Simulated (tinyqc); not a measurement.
Worked calculation: Hueckel theory of the pi electrons, for the molecule Bc1cc[cH-]c1 (SMILES; centres numbered as the heavy atoms are written). One step of it, computed by the program tinyqc.

Question. Orbitals. Diagonalise; E = alpha + x beta with beta < 0, so the largest x are filled first; degenerate levels share their electrons. P = sum n_i c_ri c_si; each orbital has its largest coefficient positive (the first on a tie).

Hueckel matrix in units of beta (H = alpha + beta A), lower triangle:
```
,1B,2C,3C,4C,5C,6C
1B,-0.990000
2C,0.700000,0.000000
3C,0.000000,1.000000,0.000000
4C,0.000000,0.000000,1.000000,0.000000
5C,0.000000,0.000000,0.000000,1.000000,0.000000
6C,0.000000,1.000000,0.000000,0.000000,1.000000,0.000000
```

pi electrons, sum of z_r less the charge = 6

Give: x values; occupations; coefficients; charge and bond-order matrix P.

Answer.

x values: 2.0346  0.7322  0.6180  -0.8864  -1.6180  -1.8705

occupations: 2.0000  2.0000  2.0000  0.0000  0.0000  0.0000

coefficients:
```
,MO1,MO2,MO3,MO4,MO5,MO6
1B,0.1098,0.2490,0.0000,0.8263,0.0000,-0.4930
2C,0.4743,0.6127,0.0000,0.1223,0.0000,0.6202
3C,0.4441,0.1372,0.6015,-0.3434,-0.3717,-0.4074
4C,0.4293,-0.5123,0.3717,0.1821,0.6015,0.1419
5C,0.4293,-0.5123,-0.3717,0.1821,-0.6015,0.1419
6C,0.4441,0.1372,-0.6015,-0.3434,0.3717,-0.4074
```

charge and bond-order matrix P, lower triangle:
```
,1B,2C,3C,4C,5C,6C
1B,0.1481
2C,0.4093,1.2009
3C,0.1658,0.5894,1.1557
4C,-0.1609,-0.2206,0.6879,1.1698
5C,-0.1609,-0.2206,-0.2065,0.6170,1.1698
6C,0.1658,0.5894,-0.2915,-0.2065,0.6879,1.1557
```
